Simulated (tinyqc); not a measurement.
Frequency dispersion of an accumulation capacitance by border traps, distributed model: one step of the calculation.

Traps spread evenly through the insulator exchange electrons with the semiconductor by tunnelling, with tau(x) = t0 exp(2 ka x) at depth x from the interface. The admittance per area Y seen at depth x obeys dY/dx = -Y^2/(i w eps0 eox) + q Nb ln(1 + i w tau)/tau, with Y(0) = i w Cs and w = 2 pi f; the gate sees Y(tox) = G + i w C. Working variable y = Y/(i w), in uF/cm^2. Cox = eps0 eox/tox.

Problem. Midpoint steps through the active depth. In terms of y: dy/dx = -y^2/(eps0 eox) + s(x), s = q Nb ln(1 + z)/z, z = i w tau. 9 midpoint steps of h = xe/9: y_half = y + (h/2) y'(x, y), y(new) = y + h y'(x + h/2, y_half).

Inputs (values chosen for the exercise); permittivity close to that of silicon dioxide: relative permittivity of the insulator eox = 4.09; semiconductor capacitance in accumulation Cs = 2.8 uF/cm^2; density of border traps Nb = 2.5e19 cm^-3 eV^-1; decay constant of the wave function in the insulator ka = 5.9 1/nm; time constant of a trap at the interface t0 = 7e-9 s; frequency f = 1e5 Hz; depth down to which the steps are taken xe = 0.88 nm.

Constants: q = 1.602176634e-19 C, eps0 = 8.8541878128e-14 F/cm where lengths are in cm. Results are converted to the units shown.

Give: x; s; y.

Solution.

x, point 0 to 9 (nm): [0, 0.097778, 0.19556, 0.29333, 0.39111, 0.48889, 0.58667, 0.68444, 0.78222, 0.88000]
s, point 0 to 9 (uF/(cm^2 nm)): [0.40054-0.00088i, 0.40052-0.00279i, 0.40028-0.00884i, 0.39795-0.02779i, 0.37694-0.08119i, 0.27115-0.15544i, 0.12116-0.13643i, 0.04246-0.07507i, 0.01382-0.03396i, 0.00440-0.01396i]
y, point 0 to 9 (uF/cm^2): [2.8000+0.0000i, 2.6403-0.0001i, 2.5017-0.0006i, 2.3805-0.0020i, 2.2731-0.0063i, 2.1730-0.0172i, 2.0700-0.0300i, 1.9672-0.0364i, 1.8703-0.0375i, 1.7813-0.0360i]

tinyqc, about 0.5 s, one thread, Intel Xeon 2.30GHz (shared host): `OMP_NUM_THREADS=1 python tinyqc.py 2202195 2202196 out.jsonl`
